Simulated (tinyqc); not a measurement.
Resistance of a source-drain extension with a graded tip: one step of the calculation.

y runs along the channel, the gate covers y > 0. The doping is N0 for y < y0 and N0 10^(-(y - y0)/la) beyond, uniform over the depth xj. Sheet conductance s(y) = q mu(N) max(N - Nch, 0) xj + (for y > 0) ma Cox Vo, with mu(N) = u0 + (u1 - u0)/(1 + (N/Nr)^au) and Cox = eps0 eox/tox. Current is taken as one-dimensional; depletion of the tip, spreading and the contact are left out. The metallurgical junction lies at yj, where N = Nch.

Problem. Resistance of the overlapped part. Midpoint rule on 10 equal steps from 0 to yj: R_ov = sum h/s(y), per width.

Values chosen for this exercise; mobility law close to that of electrons in silicon:
- eox = 9.23 (relative permittivity of the gate insulator (close to aluminium oxide))
- tox = 4.3 nm (insulator thickness)
- N0 = 9.4e19 cm^-3 (active doping of the extension far from the gate)
- la = 2.8 nm/decade (lateral abruptness)
- y0 = 2.2 nm (position under the gate where the fall begins (gate edge at 0))
- xj = 13 nm (depth of the extension)
- Nch = 1.6e18 cm^-3 (channel doping)
- Vo = 0.73 V (gate overdrive)
- ma = 100 cm^2/(V s) (mobility of the gate-induced layer)
- u1 = 1414 cm^2/(V s) (mobility at low doping)
- u0 = 68.5 cm^2/(V s) (mobility at high doping)
- Nr = 9.2e16 cm^-3 (reference doping)
- au = 0.711 (exponent)

Constants: q = 1.602176634e-19 C, eps0 = 8.8541878128e-14 F/cm where lengths are in cm. Results are converted to the units shown.

Find: y; N; doped conductance; sheet resistance; R_ov.

Solution.

```
point	y (nm)	N (cm^-3)	doped conductance (uS)	sheet resistance (ohm/square)
0	0.35766	9.4000e19	1504.7	608.48
1	1.0730	9.4000e19	1504.7	608.48
2	1.7883	9.4000e19	1504.7	608.48
3	2.5036	7.3230e19	1194.3	750.17
4	3.2189	4.0665e19	699.50	1193.0
5	3.9343	2.2581e19	414.56	1807.3
6	4.6496	1.2539e19	246.42	2596.3
7	5.3649	6.9631e18	142.80	3551.9
8	6.0802	3.8666e18	73.944	4701.8
9	6.7956	2.1471e18	22.562	6199.5
```

R_ov = 16.184 ohm um

Numbers from tinyqc (`OMP_NUM_THREADS=1 python tinyqc.py 2282039 2282040 out.jsonl`; about 0.06 s on one thread of a shared Intel Xeon 2.30GHz).
